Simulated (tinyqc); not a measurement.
Read current of a NAND string, cells in series solved by shooting: one step of the calculation.

Cells in series, numbered from 0 at the source line (0 V) to the bit line, each followed by a gap resistance Rg. A cell with gate Vg, threshold VT, source Vs and drain Vd passes I = 2 nf K Vt^2 [F(Vs) - F(Vd)]/(1 + th max(Vg - VT, 0)), F(V) = ln^2(1 + exp((Vg - VT - nf V)/(2 nf Vt))). The selected cell has Vg = Vr, the others Vg = Vp.

Question. Node voltages for a trial current. For a trial current I start at 0 V and, cell by cell (the selected one is cell 3), solve for the drain: sqrt(F(Vd)) = sqrt(F(Vs) - I/k), k = 2 nf K Vt^2/(1 + th max(Vg - VT, 0)), Vd = [Vg - VT - 2 nf Vt ln(exp(sqrt F) - 1)]/nf, then add I Rg.

Parameters, values chosen for the exercise; values of the order met in vertical NAND strings: temperature T = 300 K; gain factor of a cell K = 7.4 uA/V^2; slope factor nf = 1.4; mobility reduction factor th = 0.16 1/V; resistance of the gap between cells Rg = 3.2 kohm; bit-line voltage Vbl = 0.3 V; pass voltage Vp = 7.8 V; read voltage on the selected word line Vr = 3.62 V.

Constants: q = 1.602176634e-19 C, kB = 1.380649e-23 J/K, Vt = kB T/q. Results are converted to the units shown.

first trial current = 0.42 uA
thresholds from the source end, cell 0 to 5 (V): [-1.5, -1.5, 3.9, 1.7, 3.9, 3.9]

Find: node voltage after each cell and gap, trial 1.

Answer.

node voltage after each cell and gap, trial 1, cell 0 to 5 (V): [0.016545, 0.033129, 0.058496, 0.10084, 0.12682, 0.15304]

Program tinyqc, `OMP_NUM_THREADS=1 python tinyqc.py 2142282 2142283 out.jsonl`; Intel Xeon 2.30GHz, shared host, one thread, about 0.4 s.
